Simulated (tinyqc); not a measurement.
p-n diode with diffusion and depletion-layer recombination: two steps of the calculation.

Abrupt junction in the depletion approximation, low injection, full ionisation, neutral widths fixed, ohmic contact on the p side. Vj is the junction voltage; where a series resistance Rs is given, V = Vj + J Rs is the terminal voltage.

Values chosen for this exercise; band and dielectric values close to those of gallium nitride:
- T = 300 K (temperature)
- Eg = 3.34 eV (band gap)
- eps_r = 9.56 (relative permittivity)
- Nc = 2.26e18 cm^-3 (conduction-band density of states at T)
- Nv = 4.56e19 cm^-3 (valence-band density of states at T)
- Na = 2.1e17 cm^-3 (acceptor density)
- Nd = 4.5e15 cm^-3 (donor density)
- mun = 370 cm^2/(V s) (electron mobility in the p side)
- mup = 30 cm^2/(V s) (hole mobility in the n side)
- tn = 9e-9 s (electron lifetime)
- tp = 3e-8 s (hole lifetime)
- wp = 28 um (neutral width of the p side)
- wn = 12 um (neutral width of the n side)
- Sp = 1e7 cm/s (recombination velocity at the n contact)
- Et = 0 eV (trap level above the intrinsic level)
- Vj = 1.34 V (junction voltage at which recombination is evaluated)

Constants: q = 1.602176634e-19 C, kB = 1.380649e-23 J/K, Vt = kB T/q, eps0 = 8.8541878128e-14 F/cm where lengths are in cm. Results are converted to the units shown.

Task 1. Diffusion lengths and saturation currents. ni = sqrt(Nc Nv) exp(-Eg/(2 Vt)), Eg in volts; D = mu Vt; Ln = sqrt(Dn tn), Lp = sqrt(Dp tp); J0n = q ni^2 Dn coth(wp/Ln)/(Ln Na); J0p = (q ni^2 Dp/(Lp Nd)) (s + tanh(wn/Lp))/(1 + s tanh(wn/Lp)), s = Sp Lp/Dp.

Give: ni; Ln; Lp; J0n; J0p.

Result 1.

ni = 8.9489e-10 cm^-3
Ln = 2.9341 um
Lp = 1.5253 um
J0n = 1.9919e-50 A/cm^2
J0p = 1.4497e-49 A/cm^2

wp/Ln = 9.5 and wn/Lp = 7.9; holes carry 87.9 % of the diffusion current.

Task 2. Recombination in the depleted layer. ni = sqrt(Nc Nv) exp(-Eg/(2 Vt)), Eg in volts. Vbi = Vt ln(Na Nd/ni^2), W = sqrt(2 eps0 eps_r (Vbi - Vj)(1/Na + 1/Nd)/q), xp = W Nd/(Na + Nd), xn = W Na/(Na + Nd); u(x) = q Na (x + xp)^2/(2 eps0 eps_r) for x < 0 and Vbi - Vj - q Nd (xn - x)^2/(2 eps0 eps_r) for x > 0; p = Na exp(-u/Vt), n = Nd exp((u - Vbi + Vj)/Vt); U = ni^2 (exp(Vj/Vt) - 1)/(tp (n + ni exp(Et/Vt)) + tn (p + ni exp(-Et/Vt))); J_scr = q times the integral of U from -xp to xn. Trapezoid rule on 16 equal steps.

Find: W; x; u; n; p; U; J_scr.

Result 2.

W = 638.6 nm

```
point  x (nm)  u (V)  n (cm^-3)  p (cm^-3)  U (cm^-3 s^-1)
0       -13.4  0.000  1.237e-13   2.100e17        1.374e-5
1        26.5  0.174  1.030e-10   2.521e14         0.01145
2        66.4  0.371   2.078e-7   1.250e11           23.09
3       106.3  0.554   2.481e-4    1.047e8         2.756e4
4       146.2  0.723     0.1752    1.483e5         1.946e7
5       186.2  0.879      73.19      354.9         4.819e9
6       226.1  1.022    1.809e4      1.435         4.785e7
7       266.0  1.151    2.647e6   0.009814         3.271e5
8       305.9  1.266    2.291e8   1.134e-4            3780
9       345.8  1.368   1.173e10   2.214e-6           73.81
10      385.7  1.456   3.554e11   7.308e-8           2.436
11      425.6  1.531   6.372e12   4.076e-9          0.1359
12      465.5  1.592   6.759e13  3.843e-10         0.01281
13      505.4  1.639   4.242e14  6.123e-11        0.002041
14      545.3  1.673   1.575e15  1.649e-11        5.496e-4
15      585.3  1.693   3.461e15  7.504e-12        2.501e-4
16      625.2  1.700   4.500e15  5.772e-12        1.924e-4
```

J_scr = 3.125e-15 A/cm^2

Numbers from tinyqc (`OMP_NUM_THREADS=1 python tinyqc.py 2260035 2260036 out.jsonl`; about 0.01 s on one thread of a shared Intel Xeon 2.30GHz).
